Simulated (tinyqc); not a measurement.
## Level and coupling from the resonance

Problem. One site of energy u is joined by hoppings -tc to two semi-infinite chains with hopping -t, t = 1 eV, and site energy 0. Each gives Sigma = tc^2 (E - i sqrt(4 t^2 - E^2))/(2 t^2) and Gamma = -2 Im Sigma; T(E) = 1 where E - u - 2 Re Sigma = 0. Find tc and u.

energy of full transmission = -0.80645161 eV
Gamma of one lead at that energy = 0.26428103 eV

Solution. Gamma = tc^2 sqrt(4 t^2 - E^2)/t^2 gives tc, and u = E (1 - tc^2/t^2).

tc = 0.380 eV
u = -0.690 eV

Program tinyqc, `OMP_NUM_THREADS=1 python tinyqc.py 2660009 2660010 out.jsonl`; Intel Xeon 2.30GHz, shared host, one thread, about 0.01 s.
